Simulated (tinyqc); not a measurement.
Inverse iteration on a symmetric matrix, step by step. One step of it, computed by the program tinyqc.

Task: Step 1. solve (A - shift) w = v; v' = w/|w| with its largest component positive (the first on a tie); lambda = v'^T A v'.

A, lower triangle:
```
           1          2          3         4         5
1   0.071000
2  -0.872000   0.078000
3  -0.741000   0.294000   0.498000
4   0.430000   0.780000   0.538000  1.026000
5  -0.428000  -0.124000  -0.869000  0.365000  1.242000
```

vector v at the start: 0.447214  0.447214  0.447214  0.447214  0.447214

shift = 1.030000

Give: vector after step 1; Rayleigh quotient after step 1.

Result:

vector after step 1: 0.7800  -0.2770  -0.1473  0.4456  -0.3076

Rayleigh quotient after step 1 = 0.9935
